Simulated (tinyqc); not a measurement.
# Growth of a silicide layer between metal and silicon: linear-parabolic kinetics, ramp anneals and Kissinger analysis, step by step

A worked calculation. Computed by tinyqc, a small Python program that keeps every step. Command: `OMP_NUM_THREADS=1 python tinyqc.py 3022040 3022041 out.jsonl silicide walk`. One thread of a shared host (Intel(R) Xeon(R) Processor @ 2.30GHz), about 0.2 s of CPU time with the checks. Intermediate numbers are printed to about 5 digits and carried at full precision; extremes and crossings named in words are read from the listed rows.

One compound layer of thickness x grows by diffusion through itself and reaction at an interface, dx/dt = 1/(2x/K + 1/v), until the metal is used up at x = a h.

Inputs (values chosen for the exercise, modelled on CoSi): metal thickness h = 19 nm; silicide formed per metal thickness a = 2.02; silicon consumed per metal thickness b = 1.82; prefactor of the parabolic constant K = 3.7e+13 nm^2/s; activation energy E of K = 1.83 eV; prefactor of the interface velocity v = 2.6e+13 nm/s; activation energy E_v = 2.01 eV; temperature T = 460 C; time t = 130 s; ramp rate beta = 0.5 C/s; silicide resistivity = 120 micro-ohm cm; junction depth x_j = 72 nm.

Constants: k_B = 8.617333262e-05 eV/K.

## Final thickness

The silicide ends at the thickness a h.

final thickness = 38.38 nm

## Geometry at full reaction

Silicon consumed b h, sheet resistance rho/(final thickness) with 1 micro-ohm cm/nm = 10 ohm; margin to the junction x_j - b h.

silicon consumed = 34.58 nm

sheet resistance = 31.266 ohm/square

margin to the junction = 37.42 nm

The layer takes 48 % of the junction depth; its surface lies 3.80 nm above the original silicon surface.

## Isothermal growth

K = K0 exp(-E/(k_B T)), v = v0 exp(-E_v/(k_B T)). Temperatures in kelvin are T(C) + 273.15. x^2/K + x/v = t, so x = (K/(2v)) [sqrt(1 + 4 v^2 t/K) - 1], capped at a h; completion time t_c = (a h)^2/K + a h/v, a h being the final thickness; crossover thickness K/v.

K = 9.7391 nm^2/s

v = 0.39623 nm/s

crossover thickness = 24.580 nm

thickness at time t = 25.355 nm

completion time = 248.11 s

66 % has reacted. Diffusion makes up 61 % of the completion time.

## Ramp anneal

Ramp from x = 0 at 100 C at the rate beta: dx/dT = (1/beta)/(2x/K + 1/v), integrated adaptively (tolerance 1e-9) until x = a h at T_f.

completion temperature T_f = 501.15 C

## Kissinger analysis

Plot ln(beta/T_f^2) against 1/(k_B T_f), T_f in kelvin; minus the least-squares slope estimates the activation energy.

Ramps:
```
beta (C/s)  T_f (C)  1/(k_B T_f) (1/eV)  ln(beta/T_f^2)
0.03         435.52              16.375         -16.633
0.1          462.19              15.781         -15.503
0.3          488.35              15.239         -14.475
1            519.23              14.645         -13.350
3            549.66              14.104         -12.327
10           585.79              13.510         -11.209
30           621.61              12.969         -10.192
```

Kissinger energy = 1.8913 eV

A thousandfold faster ramp raises the completion temperature by only 186 C. The fit gives 1.891 eV, against E = 1.83 eV for diffusion and E_v = 2.01 eV for the interface: it lies 34 % of the way from E to E_v, as both steps resist. Caution: nucleation and competing phases are left out; disilicides such as CoSi2 and the low-resistance form of TiSi2 start by nucleation and follow this law at best in part.

Checks made by the program: isothermal closed form against integration (relative difference below 1e-10).
